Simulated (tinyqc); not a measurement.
# Reverse leakage of an n+-p junction: diffusion, generation, trap-assisted and band-to-band tunnelling: effects of single changes

One-sided abrupt junction in the depletion approximation, x from the junction (0) to W on the p side, field F = F0 (1 - x/W). Flat quasi-Fermi levels, long p side. Traps generate through SRH with both lifetimes shortened by 1 + Gamma (Hurkx enhancement, form for moderate fields); band-to-band generation is local and needs a total bending above Eg.

Parameters, values chosen for the exercise; band and dielectric values close to those of silicon:
```
symbol,value,unit,meaning
T,250,K,temperature
Eg,1.11,eV,band gap
eps_r,11.5,,relative permittivity
Nc,2.15e19,cm^-3,conduction-band density of states at T
Nv,2.02e19,cm^-3,valence-band density of states at T
Na,2.1e17,cm^-3,acceptor density of the lighter side
Nd,5e19,cm^-3,donor density of the heavier side
tau,2e-7,s,SRH lifetime of both carriers at zero field
Et,0,eV,trap level above the intrinsic level
mt,0.27,m0,tunnelling mass
Dn,9.9,cm^2/s,electron diffusion coefficient on the lighter side
Ab,7.2e14,cm^-0.5 V^-2.5 s^-1,band-to-band prefactor
Bb,1.93e7,V/cm,band-to-band field constant
VR,2.1,V,reverse bias
```

Constants: q = 1.602176634e-19 C, kB = 1.380649e-23 J/K, hbar = 1.054571817e-34 J s, m0 = 9.1093837015e-31 kg, Vt = kB T/q, eps0 = 8.8541878128e-14 F/cm where lengths are in cm. Results are converted to the units shown.

Each table varies one quantity; the others keep the values above.

## Leakage components against the SRH lifetime of both carriers at zero field

ni = sqrt(Nc Nv) exp(-Eg/(2 Vt)), Eg in volts; Vbi = Vt ln(Na Nd/ni^2); W = sqrt(2 eps0 eps_r (Vbi + VR)/(q Na)); F0 = 2 (Vbi + VR)/W; FG = sqrt(24 mt m0 (kB T)^3)/(q hbar); J_diff = q ni^2 sqrt(Dn/tau)(1 - exp(-VR/Vt))/Na. u = (Vbi + VR)(1 - x/W)^2, p = Na exp(-u/Vt), n = Nd exp((u - Vbi - VR)/Vt); G0 = ni^2 (1 - exp(-VR/Vt))/(tau (n + p + 2 ni cosh(Et/Vt))); Gamma = 2 sqrt(3 pi)(F/FG) exp((F/FG)^2); trap-assisted part G0 Gamma; G_bb = Ab F^2.5 exp(-Bb/F) with F in V/cm, zero unless Vbi + VR > Eg, and counted as zero under 1 cm^-3 s^-1. Currents are q times the integrals over 0 to W; J_bb under 1e-8 of J is printed as 0; rows with F0/FG above 2.2, beyond the range of this Gamma, are left out.

The same in every row: F0 (kV/cm) = 455; F0/FG = 1.56.

Results:
```
tau (s)  J_diff (A/cm^2)  J_SRH (A/cm^2)  J_TAT (A/cm^2)  J_bb (A/cm^2)  J (A/cm^2)              largest part
1e-10           4.38e-15         7.91e-7         1.75e-5              0     1.83e-5  trap-assisted tunnelling
1e-9            1.39e-15         7.91e-8         1.75e-6              0     1.83e-6  trap-assisted tunnelling
1e-8            4.38e-16         7.91e-9         1.75e-7              0     1.83e-7  trap-assisted tunnelling
1e-7            1.39e-16        7.91e-10         1.75e-8       1.76e-15     1.83e-8  trap-assisted tunnelling
1e-6            4.38e-17        7.91e-11         1.75e-9       1.76e-15     1.83e-9  trap-assisted tunnelling
0.0001          4.38e-18        7.91e-13        1.75e-11       1.76e-15    1.83e-11  trap-assisted tunnelling
```

Estimate the missing row, tau = 1e-5 s.

Computed row:
```
tau (s)  J_diff (A/cm^2)  J_SRH (A/cm^2)  J_TAT (A/cm^2)  J_bb (A/cm^2)  J (A/cm^2)              largest part
1e-5            1.39e-17        7.91e-12        1.75e-10       1.76e-15    1.83e-10  trap-assisted tunnelling
```

With this row back in the table: J falls from 1.83e-5 to 1.83e-11 A/cm^2. Trap-assisted tunnelling leads at tau = 1e-10 and in all other rows. J_SRH and J_TAT go as 1/tau and J_diff as tau^(-1/2); J_bb does not depend on it.

## Leakage components against the reverse bias

Same model as above.

Leakage components against the reverse bias:
```
VR (V)  F0 (kV/cm)  F0/FG  J_diff (A/cm^2)  J_SRH (A/cm^2)  J_TAT (A/cm^2)  J_bb (A/cm^2)  J (A/cm^2)              largest part
0.2            285  0.978         9.79e-17        6.54e-11        4.04e-10              0    4.69e-10  trap-assisted tunnelling
0.7            338   1.16         9.79e-17        1.76e-10         1.58e-9              0     1.75e-9  trap-assisted tunnelling
1.2            384   1.32         9.79e-17        2.65e-10         3.31e-9              0     3.57e-9  trap-assisted tunnelling
1.7            425   1.46         9.79e-17        3.41e-10         5.86e-9       6.45e-17     6.20e-9  trap-assisted tunnelling
2.2            462   1.58         9.79e-17        4.09e-10         9.62e-9       3.65e-15     1.00e-8  trap-assisted tunnelling
2.7            496   1.70         9.79e-17        4.70e-10         1.52e-8       9.11e-14     1.56e-8  trap-assisted tunnelling
3.2            529   1.81         9.79e-17        5.27e-10         2.34e-8       1.29e-12     2.39e-8  trap-assisted tunnelling
3.7            559   1.92         9.79e-17        5.80e-10         3.54e-8       1.19e-11     3.60e-8  trap-assisted tunnelling
4.2            588   2.02         9.79e-17        6.30e-10         5.33e-8       8.08e-11     5.40e-8  trap-assisted tunnelling
```

Read the table: what changes, and by how much?

J rises from 4.69e-10 to 5.40e-8 A/cm^2. Trap-assisted tunnelling leads at VR = 0.2 and in all other rows. The ratio J_TAT/J_SRH goes from 6.18 to 84.5 as F0/FG goes from 0.978 to 2.02.

Range of the model: The n+ side is degenerate, so Vbi from Boltzmann statistics is only a guide.

Numbers from tinyqc (`OMP_NUM_THREADS=1 python tinyqc.py 2290124 2290125 out.jsonl`; about 0.01 s on one thread of a shared Intel Xeon 2.30GHz).
